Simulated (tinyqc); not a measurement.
Classical nucleation, growth and JMAK kinetics of crystallisation from a melt or glass: one step, computed by the program tinyqc.

A spherical nucleus cap on a flat wall with a sharp interface of isotropic energy gamma; lambda = Omega^(1/3) is the jump distance.

Task: Fraction transformed and grain size. JMAK with steady nucleation and growth, nuclei spread at random: extended fraction X_e = (pi/3) I u^3 t^4, X = 1 - exp(-X_e); t_X = [-3 ln(1 - X)/(pi I u^3)]^(1/4); final grains per volume = Gamma(5/4) (3/pi)^(1/4) (I/u)^(3/4), Gamma(5/4) = 0.9064024771. Grain size = (grains per volume)^(-1/3).

Inputs (values chosen for the exercise, for a model substance): temperature T = 1001 K; wall area per volume S_v = 9e+06 1/m; time t = 4.6e-07 s.

Nucleation: on a flat wall. Driving force: Thompson-Spaepen.

nucleation rate I = 3.278114e+33 1/(m^3 s)

growth velocity u = 0.009746259 m/s

Give: extended fraction; fraction X at t; half time t_0.5; grains per volume; grain size.

Result:

extended fraction = 142.30

fraction X at t = 1

half time t_0.5 = 1.2152e-07 s

grains per volume = 3.9573e+26 1/m^3

grain size = 0.0013621 micrometre

t is 3.8 half times: the change is complete. Caution: the grain size is near the critical size, where JMAK theory fails. Caution: grains come out smaller than the spacing of the walls, so nuclei are not spread at random as JMAK assumes.
